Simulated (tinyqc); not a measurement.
Two-band model of a narrow-gap semiconductor with electrons and holes: one step, computed by the program tinyqc.

Two parabolic bands with acoustic scattering (r = -1/2, a = 0), a gap that does not change with T, and fully ionised dopants. Melting is ignored, so values above the melting point are formal, and kappa_L does not change with T. eta_n = (E_F - E_c)/(k_B T), eta_p = -eta_n - E_g/(k_B T).

Problem. Fermi level. With x = E/(k_B T), a = alpha k_B T (0 for a parabolic band), G = x (1 + a x), D = 1 + 2 a x and <y> = int y f (1 - f) dx, f = 1/(1 + exp(x - eta)): tau = tau_0 G^r/D; transport function s = G^(3/2 + r)/D^2; n = N_0 <G^(3/2)> with N_0 = (2 m k_B T)^(3/2)/(3 pi^2 hbar^3). Integrals over x = E/(k_B T) use 160 Gauss-Legendre points in u = sqrt(x) from 0 to sqrt(max(eta, 0) + 32). Neutrality: p - n = N, with n = N_0(m_n) <x^(3/2)> at eta_n and p = N_0(m_p) <x^(3/2)> at eta_p.

Inputs (values chosen for the exercise, modelled on Bi2Te3):

| quantity | value | unit |
|---|---|---|
| electron mass m_n | 0.88 | m_0 |
| hole mass m_p | 1.1 | m_0 |
| band gap E_g | 0.15 | eV |
| net doping N | 4.5e+19 | 1/cm^3 |
| temperature T | 850 | K |

Doping: p-type.

Constants: k_B = 8.617333262e-05 eV/K; m_0 = 9.1093837015e-31 kg; k_B = 1.380649e-23 J/K; hbar = 1.054571817e-34 J s.

Give: eta_n; eta_p.

Solution.

eta_n = -1.477

eta_p = -0.5713
